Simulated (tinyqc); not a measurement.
Worked calculation: tight binding, dimerised chain. One step of it, computed by the program tinyqc.

Question. Levels at X. Diagonalise the Hermitian matrix.

H(k) at X (eV):
```
          A         B
A  0.000000  1.850000
B  1.850000  0.000000
```

Give: eigenvalues; weights |c|^2 of the basis functions.

Answer.

eigenvalues (eV): -1.850  1.850

weights |c|^2 of the basis functions:
```
   band 1  band 2
A   0.500   0.500
B   0.500   0.500
```
